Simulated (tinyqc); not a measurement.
## Permittivity and interface capacitance from two thicknesses

Question. 1/C = t/(eps0 ek) + 2/ci for planar capacitors that differ only in thickness. Find ek, ci and the EOT of the interfaces, 2 x 3.9 eps0/ci.

Constants: eps0 = 8.8541878128e-14 F/cm where lengths are in cm. Results are converted to the units shown.

C at t = 4.6 and 14 nm (uF/cm^2): 1.4555143  0.49239346

Solution. 1/C is a straight line in t: the slope gives ek and the intercept 2/ci. A single thickness would give only the effective permittivity; when the interfaces are a small part of 1/C, ci needs very accurate data.

ek = 7.90
ci = 68.0 uF/cm^2
EOT of the interfaces = 0.102 nm

Computed by the program tinyqc: `OMP_NUM_THREADS=1 python tinyqc.py 2102012 2102013 out.jsonl`, one thread of a shared Intel Xeon 2.30GHz, about 0.01 s for the whole run.
